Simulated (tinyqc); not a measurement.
Hydrogen passivation of interface dangling bonds: competing passivation and dissociation with distributed barriers: one step, computed by the program tinyqc. Command: `OMP_NUM_THREADS=1 python tinyqc.py 3015530 3015531 out.jsonl passiv walk`. One thread of a shared host (Intel(R) Xeon(R) Processor @ 2.30GHz), about 0.02 s of CPU time with the checks.

P_b + H2 gives P_bH + H at the rate k_f [H2]; P_bH gives P_b + H at the rate k_d. All defects start unpassivated. E_f and E_d are Gaussian and independent.

Task: Single barriers. [H2] = solubility factor x p; a = k_f0 [H2] exp(-E_f/(k_B T)), d = k_d0 exp(-E_d/(k_B T)). For one pair of barriers the active share is y = [d + a exp(-(a + d) t)]/(a + d). Temperatures in kelvin are T(C) + 273.15.

Inputs (values chosen for the exercise, close to those used for P_b centres at the silicon-oxide interface):

| quantity | value | unit |
|---|---|---|
| passivation prefactor k_f0 | 2.1e-07 | cm^3/s |
| mean passivation barrier E_f | 1.46 | eV |
| spread sigma_f | 0.041 | eV |
| dissociation prefactor k_d0 | 2e+12 | 1/s |
| mean dissociation barrier E_d | 2.65 | eV |
| spread sigma_d | 0.042 | eV |
| H2 in the oxide per atm, solubility factor | 3.5e+17 | 1/(cm^3 atm) |
| hydrogen pressure p | 0.03 | atm |
| anneal temperature T | 275 | C |
| anneal time t | 290 | s |

Constants: k_B = 8.617333262e-05 eV/K.

Give: passivation rate a; dissociation rate d; a t; steady active share d/(a + d); active share, single barriers.

Result:

passivation rate a = 8.3164e-05 1/s

dissociation rate d = 8.6399e-13 1/s

a t = 0.024118

steady active share d/(a + d) = 1.0389e-08

active share, single barriers = 0.97617

The anneal is too short or cold to finish.
